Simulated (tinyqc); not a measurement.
Inside a calculation. Method: MP2 on RHF in the sto-3g basis, frozen core, for BeH2, spin multiplicity 1. Computed by tinyqc, a small Python program that keeps every step (integrals from PySCF). Settings: charge = 0, multiplicity = 1, basis = sto-3g, method = RHF, frozen orbitals = 1, energy threshold = 1e-10, iteration cap = 56, orthogonalisation = canonical, start = Wolfsberg-Helmholz matrix, DIIS depth = 6. Command: `OMP_NUM_THREADS=1 python tinyqc.py 29051 29052 out.jsonl` (the two numbers bound the seeds that draw the settings). One thread of a shared host (Intel(R) Xeon(R) Processor @ 2.60GHz), about 0.1 s of CPU time with the checks. The early iterations of the SCF are left out here.

## One-electron integrals

Geometry (angstrom):

| atom | x | y | z |
|---|---|---|---|
| Be | 0.00000 | 0.00000 | 0.00000 |
| H | 0.00000 | 1.53700 | 0.14800 |
| H | 0.00000 | -1.48300 | 0.14300 |

Basis sto-3g: exponents (1/bohr^2) and contraction coefficients of normalised primitives:

| element | l (shell) | exponent | coefficient |
|---|---|---|---|
| Be | s (1) | 30.16787 | 0.15433 |
| Be | s (1) | 5.49512 | 0.53533 |
| Be | s (1) | 1.48719 | 0.44463 |
| Be | s (2) | 1.31483 | -0.09997 |
| Be | s (2) | 0.30554 | 0.39951 |
| Be | s (2) | 0.09937 | 0.70012 |
| Be | p (3) | 1.31483 | 0.15592 |
| Be | p (3) | 0.30554 | 0.60768 |
| Be | p (3) | 0.09937 | 0.39196 |
| H | s (1) | 3.42525 | 0.15433 |
| H | s (1) | 0.62391 | 0.53533 |
| H | s (1) | 0.16886 | 0.44463 |

Overlap, kinetic and nuclear-attraction integrals over the contracted functions; the nuclear repulsion is the sum of Za Zb / Rab.

nuclear repulsion = 2.9667783 hartree

overlap S, lower triangle:
```
          1Be 1s   1Be 2s  1Be 2px   1Be 2py  1Be 2pz    2H 1s    3H 1s
1Be 1s   1.00000
1Be 2s   0.25952  1.00000
1Be 2px  0.00000  0.00000  1.00000
1Be 2py  0.00000  0.00000  0.00000   1.00000
1Be 2pz  0.00000  0.00000  0.00000   0.00000  1.00000
2H 1s    0.04438  0.38031  0.00000   0.46042  0.04433  1.00000
3H 1s    0.04998  0.40083  0.00000  -0.47806  0.04610  0.01751  1.00000
```

kinetic energy T (hartree), lower triangle:
```
           1Be 1s   1Be 2s  1Be 2px   1Be 2py  1Be 2pz     2H 1s    3H 1s
1Be 1s    6.69397
1Be 2s   -0.03301  0.21111
1Be 2px   0.00000  0.00000  0.66059
1Be 2py   0.00000  0.00000  0.00000   0.66059
1Be 2pz   0.00000  0.00000  0.00000   0.00000  0.66059
2H 1s    -0.01228  0.04143  0.00000   0.13080  0.01259   0.76003
3H 1s    -0.01353  0.04800  0.00000  -0.14604  0.01408  -0.00647  0.76003
```

nuclear attraction V (hartree), lower triangle:
```
            1Be 1s    1Be 2s   1Be 2px   1Be 2py   1Be 2pz     2H 1s     3H 1s
1Be 1s   -15.25898
1Be 2s    -2.08036  -2.98360
1Be 2px    0.00000   0.00000  -2.90062
1Be 2py    0.00100   0.00600   0.00000  -3.09247
1Be 2pz   -0.00270  -0.02452   0.00000   0.00057  -2.90240
2H 1s     -0.35397  -1.04556   0.00000  -1.23283  -0.12083  -2.76808
3H 1s     -0.39898  -1.12073   0.00000   1.30424  -0.12801  -0.05754  -2.81656
```

core Hamiltonian H = T + V (hartree), lower triangle:
```
           1Be 1s    1Be 2s   1Be 2px   1Be 2py   1Be 2pz     2H 1s     3H 1s
1Be 1s   -8.56501
1Be 2s   -2.11337  -2.77249
1Be 2px   0.00000   0.00000  -2.24003
1Be 2py   0.00100   0.00600   0.00000  -2.43188
1Be 2pz  -0.00270  -0.02452   0.00000   0.00057  -2.24181
2H 1s    -0.36625  -1.00413   0.00000  -1.10203  -0.10824  -2.00805
3H 1s    -0.41251  -1.07273   0.00000   1.15820  -0.11393  -0.06401  -2.05652
```

## Two-electron integrals

Functions are numbered as in S; the eight-fold symmetry (ij|kl) = (ji|kl) = (kl|ij) leaves the list below.

Two-electron integrals (ij|kl) in chemists' order, unique and non-zero (hartree):
```
(11|11) 2.29883    (21|11) 0.39204    (21|21) 0.07954    (22|11) 0.57099
(22|21) 0.14304    (22|22) 0.41768    (31|31) 0.01461    (32|31) 0.02189
(32|32) 0.09226    (33|11) 0.56958    (33|21) 0.14308    (33|22) 0.41759
(33|33) 0.44986    (41|41) 0.01461    (42|41) 0.02189    (42|42) 0.09226
(43|43) 0.02425    (44|11) 0.56958    (44|21) 0.14308    (44|22) 0.41759
(44|33) 0.40136    (44|44) 0.44986    (51|51) 0.01461    (52|51) 0.02189
(52|52) 0.09226    (53|53) 0.02425    (54|54) 0.02425    (55|11) 0.56958
(55|21) 0.14308    (55|22) 0.41759    (55|33) 0.40136    (55|44) 0.40136
(55|55) 0.44986    (61|11) 0.06618    (61|21) 0.01342    (61|22) 0.02435
(61|33) 0.02418    (61|41) 0.00118    (61|42) 0.00223    (61|44) 0.02469
(61|51) 0.00011    (61|52) 0.00021    (61|54) 4.92e-05   (61|55) 0.02418
(61|61) 0.00237    (62|11) 0.17267    (62|21) 0.04396    (62|22) 0.14144
(62|33) 0.13593    (62|41) 0.00570    (62|42) 0.03610    (62|44) 0.15217
(62|51) 0.00055    (62|52) 0.00348    (62|54) 0.00156    (62|55) 0.13608
(62|61) 0.00821    (62|62) 0.07359    (63|31) 0.00387    (63|32) 0.01852
(63|43) 0.00612    (63|53) 0.00059    (63|63) 0.00643    (64|11) 0.18901
(64|21) 0.04867    (64|22) 0.16408    (64|33) 0.15438    (64|41) 0.00919
(64|42) 0.05585    (64|44) 0.18316    (64|51) 0.00051    (64|52) 0.00359
(64|54) 0.00218    (64|55) 0.15453    (64|61) 0.00946    (64|62) 0.09674
(64|64) 0.13083    (65|11) 0.01820    (65|21) 0.00469    (65|22) 0.01580
(65|33) 0.01487    (65|41) 0.00051    (65|42) 0.00359    (65|44) 0.01646
(65|51) 0.00392    (65|52) 0.01887    (65|54) 0.00627    (65|55) 0.01606
(65|61) 0.00091    (65|62) 0.00932    (65|64) 0.01198    (65|65) 0.00758
(66|11) 0.34133    (66|21) 0.08839    (66|22) 0.31963    (66|33) 0.29674
(66|41) 0.01293    (66|42) 0.10735    (66|44) 0.36451    (66|51) 0.00124
(66|52) 0.01034    (66|54) 0.00653    (66|55) 0.29737    (66|61) 0.01685
(66|62) 0.21466    (66|64) 0.29860    (66|65) 0.02875    (66|66) 0.77461
(71|11) 0.07455    (71|21) 0.01512    (71|22) 0.02742    (71|33) 0.02723
(71|41) -0.00133   (71|42) -0.00251   (71|44) 0.02782    (71|51) 0.00013
(71|52) 0.00024    (71|54) -0.00006   (71|55) 0.02723    (71|61) 0.00244
(71|62) 0.00781    (71|64) 0.00837    (71|65) 0.00088    (71|66) 0.01558
(71|71) 0.00301    (72|11) 0.18591    (72|21) 0.04728    (72|22) 0.15106
(72|33) 0.14528    (72|41) -0.00615   (72|42) -0.03820   (72|44) 0.16235
(72|51) 0.00059    (72|52) 0.00368    (72|54) -0.00165   (72|55) 0.14544
(72|61) 0.00746    (72|62) 0.03945    (72|64) 0.04216    (72|65) 0.00494
(72|66) 0.08434    (72|71) 0.00994    (72|72) 0.08227    (73|31) 0.00428
(73|32) 0.02017    (73|43) -0.00656   (73|53) 0.00063    (73|63) 0.00272
(73|73) 0.00742    (74|11) -0.20043   (74|21) -0.05159   (74|22) -0.17279
(74|33) -0.16255   (74|41) 0.00996    (74|42) 0.05925    (74|44) -0.19292
(74|51) -0.00055   (74|52) -0.00377   (74|54) 0.00230    (74|55) -0.16271
(74|61) -0.00785   (74|62) -0.04133   (74|64) -0.04288   (74|65) -0.00510
(74|66) -0.08788   (74|71) -0.01132   (74|72) -0.10689   (74|74) 0.14323
(75|11) 0.01933    (75|21) 0.00497    (75|22) 0.01666    (75|33) 0.01567
(75|41) -0.00055   (75|42) -0.00377   (75|44) 0.01734    (75|51) 0.00433
(75|52) 0.02054    (75|54) -0.00672   (75|55) 0.01695    (75|61) 0.00083
(75|62) 0.00489    (75|64) 0.00514    (75|65) 0.00332    (75|66) 0.01065
(75|71) 0.00109    (75|72) 0.01031    (75|74) -0.01310   (75|75) 0.00869
(76|11) 0.01078    (76|21) 0.00267    (76|22) 0.00760    (76|33) 0.00748
(76|41) 6.60e-06   (76|42) 4.69e-05   (76|44) 0.00780    (76|51) 0.00007
(76|52) 0.00034    (76|54) 2.80e-06   (76|55) 0.00751    (76|61) 0.00046
(76|62) 0.00268    (76|64) 0.00315    (76|65) 0.00037    (76|66) 0.00624
(76|71) 0.00051    (76|72) 0.00281    (76|74) -0.00325   (76|75) 0.00039
(76|76) 0.00014    (77|11) 0.35339    (77|21) 0.09147    (77|22) 0.32790
(77|33) 0.30423    (77|41) -0.01376   (77|42) -0.11097   (77|44) 0.37433
(77|51) 0.00133    (77|52) 0.01070    (77|54) -0.00676   (77|55) 0.30488
(77|61) 0.01428    (77|62) 0.08066    (77|64) 0.08562    (77|65) 0.01030
(77|66) 0.17521    (77|71) 0.01970    (77|72) 0.22815    (77|74) -0.31432
(77|75) 0.03031    (77|76) 0.00624    (77|77) 0.77461
```

## Orthogonalisation

S = U s U^T; canonical form X = U s^(-1/2), so that X^T S X = 1. Each column of U has its largest component positive (the first on a tie).

eigenvalues of S: 0.32584  0.41932  0.94013  1.00000  1.01220  1.63710  1.66541

X:
```
                1         2         3        4         5        6         7
1Be 1s    0.04312  -0.38077   0.85313  0.00000  -0.36992  0.21219   0.15903
1Be 2s   -0.17093   1.10281  -0.09652  0.00000  -0.06169  0.42374   0.32319
1Be 2px   0.00000   0.00000   0.00000  1.00000   0.00000  0.00000   0.00000
1Be 2py   1.21920   0.14665   0.00426  0.00000  -0.00171  0.33952  -0.43690
1Be 2pz  -0.01708   0.10808   0.41701  0.00000   0.90417  0.03928   0.02995
2H 1s    -0.76349  -0.79986  -0.28165  0.00000   0.12426  0.51708  -0.09130
3H 1s     0.98400  -0.59220  -0.27072  0.00000   0.11972  0.04552   0.52019
```

## Iteration 8 (converged): orbitals

converged F (hartree), lower triangle:
```
           1Be 1s    1Be 2s  1Be 2px   1Be 2py   1Be 2pz     2H 1s     3H 1s
1Be 1s   -4.52695
1Be 2s   -1.28925  -0.60136
1Be 2px   0.00000   0.00000  0.21385
1Be 2py   0.00005   0.00733  0.00000  -0.16318
1Be 2pz   0.00223  -0.01743  0.00000   0.00101   0.21163
2H 1s    -0.22788  -0.34493  0.00000  -0.30430  -0.02274  -0.23871
3H 1s    -0.25633  -0.36284  0.00000   0.31261  -0.02362  -0.02099  -0.25643
```

Diagonalise F' = X^T F X, C = X C', fill 3 alpha and 3 beta electrons from the bottom; D = 2 C_occ C_occ^T. Each column has its largest component positive (the first on a tie).

F' = X^T F X (hartree), lower triangle:
```
          1         2         3        4         5         6         7
1   0.73350
2   0.04007   0.28162
3  -0.05044   0.59018  -2.88843
4   0.00000   0.00000   0.00000  0.21385
5   0.02026  -0.25118   1.45385  0.00000  -0.47103
6   0.01437   0.21029  -1.17867  0.00000   0.57250  -0.94418
7  -0.05239   0.15174  -0.89759  0.00000   0.43583  -0.43499  -0.71700
```

orbital energies (hartree): MO1 -4.53033, MO2 -0.42642, MO3 -0.38263, MO4 0.20868, MO5 0.21385, MO6 0.38585, MO7 0.73933

coefficients C:
```
              MO1       MO2       MO3       MO4      MO5       MO6       MO7
1Be 1s    0.99183  -0.21251  -0.02491   0.05106  0.00000  -0.22277   0.00968
1Be 2s    0.03136   0.59185   0.07717  -0.21730  0.00000   1.06442  -0.07146
1Be 2px   0.00000   0.00000   0.00000   0.00000  1.00000   0.00000   0.00000
1Be 2py  -0.00010  -0.05998   0.49342  -0.00223  0.00000   0.03950   1.25121
1Be 2pz  -0.00006   0.02177   0.00237   0.97463  0.00000   0.23532  -0.00918
2H 1s    -0.00378   0.33731   0.47286   0.10569  0.00000  -0.76434  -0.81264
3H 1s    -0.00371   0.44010  -0.37213   0.10209  0.00000  -0.71362   0.90960
```

D after iteration 8, lower triangle:
```
           1Be 1s   1Be 2s  1Be 2px   1Be 2py  1Be 2pz     2H 1s    3H 1s
1Be 1s    2.05902
1Be 2s   -0.19319  0.71445
1Be 2px   0.00000  0.00000  0.00000
1Be 2py   0.00072  0.00515  0.00000   0.49412
1Be 2pz  -0.00950  0.02613  0.00000  -0.00027  0.00096
2H 1s    -0.17442  0.47202  0.00000   0.42617  0.01693   0.67477
3H 1s    -0.17586  0.46328  0.00000  -0.42003  0.01739  -0.05500  0.66437
```

## Convergence

Stop when the energy changes by less than 1e-10 hartree and every element of the error matrix X^T (F D S - S D F) X is below 3e-06.

Course of the cycle:

| iteration | E (hartree) | change | largest element of the error matrix |
|---|---|---|---|
| 1 | -15.4972209 | - | 1.70e-01 |
| 2 | -15.5257273 | -2.85e-02 | 2.04e-02 |
| 3 | -15.5265068 | -7.79e-04 | 2.72e-03 |
| 4 | -15.5265431 | -3.63e-05 | 3.77e-04 |
| 5 | -15.5265435 | -3.18e-07 | 6.05e-05 |
| 6 | -15.5265435 | -9.55e-09 | 5.95e-06 |
| 7 | -15.5265435 | -1.07e-10 | 8.31e-07 |
| 8 | -15.5265435 | -2.35e-12 | 5.36e-08 |

PySCF RHF in the same basis = -15.5265435 hartree

Converged in 8 iterations.

## Integrals over molecular orbitals

(pq|rs) = sum C_ip C_jq C_kr C_ls (ij|kl), one index at a time.

one-electron integrals over orbitals h = C^T H C (hartree), lower triangle:
```
          1         2         3         4         5         6         7
1  -8.55362
2   0.20927  -2.33341
3   0.02496   0.00777  -2.26691
4  -0.05200   0.02236   0.00537  -2.23050
5   0.00000   0.00000   0.00000   0.00000  -2.24003
6   0.19670  -0.22677  -0.04947  -0.05507   0.00000  -1.90756
7  -0.00712   0.04157  -0.30282   0.00131   0.00000  -0.00306  -1.85449
```

Two-electron integrals over orbitals (pq|rs), unique and non-zero (hartree); the lowest 1 orbital is frozen and left out:
```
(22|22) 0.39033     (32|22) -0.04109    (32|32) 0.15019     (33|22) 0.38181
(33|32) 0.03372     (33|33) 0.42260     (42|22) 0.00928     (42|32) -0.00177
(42|33) 0.01010     (42|42) 0.04766     (43|22) -0.00263    (43|32) 0.01396
(43|33) 0.00476     (43|42) 0.00391     (43|43) 0.01541     (44|22) 0.35485
(44|32) 0.00008     (44|33) 0.33890     (44|42) -0.02817    (44|43) -0.00410
(44|44) 0.45266     (52|52) 0.04722     (53|52) 0.00398     (53|53) 0.01333
(54|52) -0.00951    (54|53) -0.00122    (54|54) 0.02574     (55|22) 0.35680
(55|32) 0.00008     (55|33) 0.33910     (55|42) -0.01048    (55|43) -0.00186
(55|44) 0.39997     (55|55) 0.44986     (62|22) -0.01769    (62|32) 0.01221
(62|33) -0.03764    (62|42) -0.00464    (62|43) 7.71e-06    (62|44) 0.05675
(62|55) 0.06278     (62|62) 0.07994     (63|22) 0.02143     (63|32) -0.08734
(63|33) -0.02690    (63|42) -0.00010    (63|43) -0.01230    (63|44) 0.01148
(63|55) 0.01242     (63|62) 0.00571     (63|63) 0.08575     (64|22) 0.00256
(64|32) -0.00086    (64|33) -0.00483    (64|42) 0.03850     (64|43) 0.00506
(64|44) -0.00238    (64|55) 0.00819     (64|62) 0.02260     (64|63) 0.00445
(64|64) 0.04412     (65|52) 0.04531     (65|53) 0.00614     (65|54) -0.00604
(65|65) 0.04824     (66|22) 0.38023     (66|32) 0.00862     (66|33) 0.39421
(66|42) 0.02502     (66|43) 0.00432     (66|44) 0.35005     (66|55) 0.35707
(66|62) -0.02111    (66|63) -0.00984    (66|64) 0.01492     (66|66) 0.40658
(72|22) 0.01165     (72|32) -0.03958    (72|33) -0.00499    (72|42) 0.00370
(72|43) -0.01168    (72|44) -0.00964    (72|55) -0.00990    (72|62) -0.01733
(72|63) 0.05874     (72|64) -0.00176    (72|66) 0.00046     (72|72) 0.05875
(73|22) -0.00083    (73|32) 0.00136     (73|33) -0.01791    (73|42) -0.01646
(73|43) -0.00338    (73|44) 0.06619     (73|55) 0.06716     (73|62) 0.07327
(73|63) 0.01722     (73|64) 0.01111     (73|66) -0.02056    (73|72) -0.00858
(73|73) 0.08463     (74|22) 0.00681     (74|32) -0.02708    (74|33) -0.00674
(74|42) -0.00332    (74|43) 0.01043     (74|44) 0.00053     (74|55) -3.39e-05
(74|62) -0.00270    (74|63) 0.01707     (74|64) -0.00101    (74|66) -0.00266
(74|72) 0.00521     (74|73) -0.00047    (74|74) 0.02212     (75|52) -0.00386
(75|53) 0.01295     (75|54) 0.00033     (75|65) -0.00153    (75|75) 0.01693
(76|22) -0.03386    (76|32) 0.13253     (76|33) 0.03369     (76|42) -0.00268
(76|43) 0.01565     (76|44) 2.67e-05    (76|55) -0.00047    (76|62) 0.00914
(76|63) -0.08832    (76|64) -0.00219    (76|66) 0.01009     (76|72) -0.04883
(76|73) -0.00058    (76|74) -0.02355    (76|76) 0.13127     (77|22) 0.40843
(77|32) -0.01444    (77|33) 0.41832     (77|42) 0.00236     (77|43) -0.00130
(77|44) 0.38128     (77|55) 0.38000     (77|62) -0.02255    (77|63) 0.00663
(77|64) -0.00556    (77|66) 0.41303     (77|72) 0.00685     (77|73) 0.00160
(77|74) 0.00218     (77|76) -0.01024    (77|77) 0.46065
```

## Second-order Moller-Plesset energy

Hartree-Fock energy = -15.5265435 hartree

E2 = sum_ijab (ia|jb) [2 (ia|jb) - (ib|ja)] / (e_i + e_j - e_a - e_b) over occupied i, j and virtual a, b; the opposite-spin part is (ia|jb)^2 / denominator, the rest is same-spin, and SCS-MP2 scales them by 6/5 and 1/3.

Terms:

| i | j | a | b | (ia\|jb) | (ib\|ja) | denominator | term |
|---|---|---|---|---|---|---|---|
| 3 | 3 | 6 | 6 | 0.08575 | 0.08575 | -1.53697 | -0.00478 |
| 2 | 2 | 6 | 6 | 0.07994 | 0.07994 | -1.62455 | -0.00393 |
| 3 | 2 | 7 | 6 | 0.07327 | 0.05874 | -1.93424 | -0.00333 |
| 2 | 3 | 6 | 7 | 0.07327 | 0.05874 | -1.93424 | -0.00333 |
| 3 | 3 | 7 | 7 | 0.08463 | 0.08463 | -2.24392 | -0.00319 |
| 2 | 2 | 4 | 4 | 0.04766 | 0.04766 | -1.27021 | -0.00179 |
| 2 | 2 | 5 | 5 | 0.04722 | 0.04722 | -1.28054 | -0.00174 |
| 2 | 2 | 7 | 7 | 0.05875 | 0.05875 | -2.33150 | -0.00148 |
| 2 | 3 | 7 | 6 | 0.05874 | 0.07327 | -1.93424 | -0.00134 |
| 3 | 2 | 6 | 7 | 0.05874 | 0.07327 | -1.93424 | -0.00134 |
| 3 | 3 | 4 | 4 | 0.01541 | 0.01541 | -1.18262 | -0.00020 |
| 3 | 2 | 7 | 4 | -0.01646 | -0.01168 | -1.75706 | -0.00020 |
| 2 | 3 | 4 | 7 | -0.01646 | -0.01168 | -1.75706 | -0.00020 |
| 3 | 3 | 6 | 7 | 0.01722 | 0.01722 | -1.89044 | -0.00016 |
| 3 | 3 | 7 | 6 | 0.01722 | 0.01722 | -1.89044 | -0.00016 |
| 2 | 2 | 7 | 6 | -0.01733 | -0.01733 | -1.97803 | -0.00015 |
| 2 | 2 | 6 | 7 | -0.01733 | -0.01733 | -1.97803 | -0.00015 |
| 3 | 3 | 5 | 5 | 0.01333 | 0.01333 | -1.19296 | -0.00015 |
| 3 | 3 | 6 | 4 | -0.01230 | -0.01230 | -1.35979 | -0.00011 |
| 3 | 3 | 4 | 6 | -0.01230 | -0.01230 | -1.35979 | -0.00011 |
| 2 | 3 | 7 | 4 | -0.01168 | -0.01646 | -1.75706 | -4.58e-05 |
| 3 | 2 | 4 | 7 | -0.01168 | -0.01646 | -1.75706 | -4.58e-05 |
| 2 | 3 | 7 | 7 | -0.00858 | -0.00858 | -2.28771 | -3.22e-05 |
| 3 | 2 | 7 | 7 | -0.00858 | -0.00858 | -2.28771 | -3.22e-05 |
| 2 | 3 | 6 | 6 | 0.00571 | 0.00571 | -1.58076 | -2.07e-05 |
| 3 | 2 | 6 | 6 | 0.00571 | 0.00571 | -1.58076 | -2.07e-05 |
| 2 | 2 | 6 | 4 | -0.00464 | -0.00464 | -1.44738 | -1.49e-05 |
| 2 | 2 | 4 | 6 | -0.00464 | -0.00464 | -1.44738 | -1.49e-05 |
| 3 | 2 | 5 | 5 | 0.00398 | 0.00398 | -1.23675 | -1.28e-05 |
| 2 | 3 | 5 | 5 | 0.00398 | 0.00398 | -1.23675 | -1.28e-05 |
| 2 | 3 | 4 | 4 | 0.00391 | 0.00391 | -1.22641 | -1.25e-05 |
| 3 | 2 | 4 | 4 | 0.00391 | 0.00391 | -1.22641 | -1.25e-05 |
| 2 | 2 | 7 | 4 | 0.00370 | 0.00370 | -1.80086 | -7.59e-06 |
| 2 | 2 | 4 | 7 | 0.00370 | 0.00370 | -1.80086 | -7.59e-06 |
| 3 | 3 | 7 | 4 | -0.00338 | -0.00338 | -1.71327 | -6.65e-06 |
| 3 | 3 | 4 | 7 | -0.00338 | -0.00338 | -1.71327 | -6.65e-06 |
| 3 | 2 | 6 | 4 | -0.00010 | 7.71e-06 | -1.40359 | -1.45e-08 |
| 2 | 3 | 4 | 6 | -0.00010 | 7.71e-06 | -1.40359 | -1.45e-08 |
| 3 | 2 | 4 | 6 | 7.71e-06 | -0.00010 | -1.40359 | -6.29e-10 |
| 2 | 3 | 6 | 4 | 7.71e-06 | -0.00010 | -1.40359 | -6.29e-10 |

Pair energies (hartree; pair i-j sums ij and ji):

| pair | opposite spin | same spin |
|---|---|---|
| 2-2 | -0.00929 | 0 |
| 3-2 | -0.00974 | -0.00024 |
| 3-3 | -0.00888 | 0 |

MP2 correlation energy = -0.0281511 hartree

SCS-MP2 correlation energy = -0.0335695 hartree

MP2 total energy = -15.5546946 hartree
